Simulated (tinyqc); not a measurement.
Limits of the phonon part: Bloch-Grueneisen resistivity of a metal. Computed by tinyqc, a small Python program. Command: `OMP_NUM_THREADS=1 python tinyqc.py 3018729 3018730 out.jsonl bg walk`. One thread of a shared host (Intel(R) Xeon(R) Processor @ 2.30GHz), about 0.01 s of CPU time with the checks.

Electrons scatter from a Debye spectrum of phonons (n = 5 for scattering within one band, n = 3 for scattering into a second, heavy band) and from static defects.

Inputs (values chosen for the exercise, modelled on molybdenum):

| quantity | value | unit |
|---|---|---|
| exponent n | 3 | - |
| Debye temperature Theta | 374 | K |
| transport coupling lambda_tr | 0.39 | - |
| Drude plasma energy hbar w_p | 8.9 | eV |
| residual resistivity rho_0 | 0.059 | microohm cm |

Addition: none.

Constants: k_B = 1.380649e-23 J/K; hbar = 1.054571817e-34 J s; eps_0 = 8.8541878128e-12 F/m; hbar = 6.582119569e-16 eV s.

Method:
- J_n(y) = int_0^y x^n e^x/(e^x - 1)^2 dx, by 96 Gauss-Legendre points (upper limit at most 60).
- rho_ph = (n - 1) rho_1 (T/Theta)^n J_n(Theta/T), with rho_1 = 2 pi lambda_tr k_B Theta/(hbar eps_0 w_p^2), the high-temperature line at T = Theta.
- Matthiessen's rule: rho = rho_0 + rho_ph.
- Low T: (n - 1) n! zeta(n) rho_1 (T/Theta)^n. High T: rho_1 (T/Theta) [1 - (n - 1)/(12 (n + 1)) (Theta/T)^2].

Resistivities (microohm cm):

| T (K) | rho_ph | low-T law | straight line | line with correction | total rho |
|---|---|---|---|---|---|
| 11 | 2.7202e-03 | 2.7202e-03 | 0.218 | - | 0.062 |
| 19 | 1.4018e-02 | 1.4018e-02 | 0.377 | - | 0.073 |
| 30 | 5.5107e-02 | 5.5180e-02 | 0.595 | - | 0.114 |
| 45 | 1.8092e-01 | 1.8623e-01 | 0.892 | - | 0.240 |
| 75 | 6.6980e-01 | 8.6219e-01 | 1.486 | - | 0.729 |
| 130 | 1.8840e+00 | 4.4900e+00 | 2.576 | 1.688 | 1.943 |
| 190 | 3.2278e+00 | 1.4018e+01 | 3.765 | 3.157 | 3.287 |
| 300 | 5.5794e+00 | 5.5180e+01 | 5.945 | 5.560 | 5.638 |
| 450 | 8.6671e+00 | 1.8623e+02 | 8.918 | 8.661 | 8.726 |
| 750 | 1.4711e+01 | 8.6219e+02 | 14.863 | 14.709 | 14.770 |

What does the comparison show, and why?

The low-T law holds to 10 % up to 45 K, the straight line from 300 K on. The local exponent of rho_ph falls from 3.00 to 1.04. Phonons overtake the residual resistivity between 30.0 and 45.0 K.

Extremes, crossings and ranges named in words are read from the listed rows.
